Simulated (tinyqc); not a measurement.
# MOSFET in the linear regime without short-channel effects, parameter extraction from computed curves: two studies

Inversion charge Q = Cox n Vt W0(exp((Vg - VT)/(n Vt))), W0 the Lambert function and n = nf; u = Q/Cox; mobility mu = mu0/(1 + th1 u + th2 u^2); channel resistance Rch = (L - dL)/(W mu Q); Id = Vd/(Rch + Rsd/W). Cox = eps0 eox/tox. Small Vd, no channel-length or drain effects.

Values chosen for this exercise; channel values of the order met in silicon transistors:
- T = 300 K (temperature)
- eox = 3.9 (relative permittivity of the gate insulator (close to silicon dioxide))
- tox = 1.9 nm (insulator thickness)
- mu0 = 240 cm^2/(V s) (low-field mobility)
- th1 = 0.72 1/V (first mobility attenuation factor)
- th2 = 0 1/V^2 (second mobility attenuation factor)
- VT = 0.66 V (threshold voltage)
- nf = 1.32 (body factor)
- W = 10 um (gate width)
- L = 0.7 um (drawn gate length)
- dL = 0.007 um (drawn less effective length)
- Rsd = 91 ohm um (source plus drain resistance)
- Vd = 0.02 V (drain voltage)

Constants: q = 1.602176634e-19 C, kB = 1.380649e-23 J/K, Vt = kB T/q, eps0 = 8.8541878128e-14 F/cm where lengths are in cm. Results are converted to the units shown.

Each table varies one quantity; the others keep the values above.

## Extraction methods against the first mobility attenuation factor

From the continuous curve Id(Vg): tangent at peak gm (V_ext = Vg - Id/gm); constant current Id = 0.1 uA W/L; peak of d2Id/dVg2; Y = Id/sqrt(gm) drawn through Vg = VT + 0.6 and VT + 0.8 V, with intercept VT_Y and slope s. Mobilities gm,max L/(W Cox Vd) and s^2 L/(W Cox Vd) with the drawn L. Last column: share of Rsd/W in the total resistance at VT + 0.8 V.

Extraction methods against the first mobility attenuation factor:

| th1 (1/V) | V_ext (V) | constant current (V) | second derivative (V) | VT_Y (V) | mobility from gm (cm^2/(V s)) | mobility from Y (cm^2/(V s)) | series share (%) |
|---|---|---|---|---|---|---|---|
| 0 | 0.702 | 0.634 | 0.653 | 0.706 | 215 | 217 | 3.84 |
| 0.2 | 0.676 | 0.634 | 0.651 | 0.706 | 188 | 217 | 3.39 |
| 0.4 | 0.665 | 0.634 | 0.650 | 0.706 | 174 | 217 | 3.03 |
| 0.6 | 0.658 | 0.634 | 0.649 | 0.706 | 164 | 217 | 2.74 |
| 0.8 | 0.653 | 0.634 | 0.647 | 0.706 | 155 | 217 | 2.50 |
| 1 | 0.649 | 0.634 | 0.646 | 0.706 | 149 | 217 | 2.30 |
| 1.2 | 0.646 | 0.634 | 0.645 | 0.706 | 143 | 217 | 2.13 |

The model has VT = 0.66 V and mu0 = 240 cm^2/(V s). Over the table the extracted thresholds move by 56 mV (tangent), 0.63 mV (constant current), 7.5 mV (second derivative), under 0.5 mV (Y function). The mobility from gm falls from 215 to 143 and that from Y stays near 217 cm^2/(V s).

## Extraction methods against the source plus drain resistance

Same model as above.

Extraction methods against the source plus drain resistance:

| Rsd (ohm um) | V_ext (V) | constant current (V) | second derivative (V) | VT_Y (V) | mobility from gm (cm^2/(V s)) | mobility from Y (cm^2/(V s)) | series share (%) |
|---|---|---|---|---|---|---|---|
| 0 | 0.657 | 0.634 | 0.648 | 0.706 | 161 | 217 | 0 |
| 50 | 0.656 | 0.634 | 0.648 | 0.706 | 160 | 217 | 1.44 |
| 100 | 0.655 | 0.634 | 0.648 | 0.706 | 158 | 217 | 2.84 |
| 200 | 0.653 | 0.634 | 0.647 | 0.706 | 156 | 217 | 5.52 |
| 400 | 0.651 | 0.634 | 0.647 | 0.706 | 151 | 217 | 10.5 |
| 800 | 0.646 | 0.634 | 0.645 | 0.706 | 144 | 217 | 18.9 |
| 1500 | 0.640 | 0.635 | 0.643 | 0.706 | 133 | 217 | 30.5 |

What does the table show?

The model has VT = 0.66 V and mu0 = 240 cm^2/(V s). Over the table the extracted thresholds move by 16 mV (tangent), under 0.5 mV (constant current), 5.0 mV (second derivative), under 0.5 mV (Y function). The mobility from gm falls from 161 to 133 and that from Y stays near 217 cm^2/(V s). Y cancels the series resistance, which multiplies Id and sqrt(gm) by the same factor.

Numbers from tinyqc (`OMP_NUM_THREADS=1 python tinyqc.py 2210014 2210015 out.jsonl`; about 0.01 s on one thread of a shared Intel Xeon 2.30GHz).
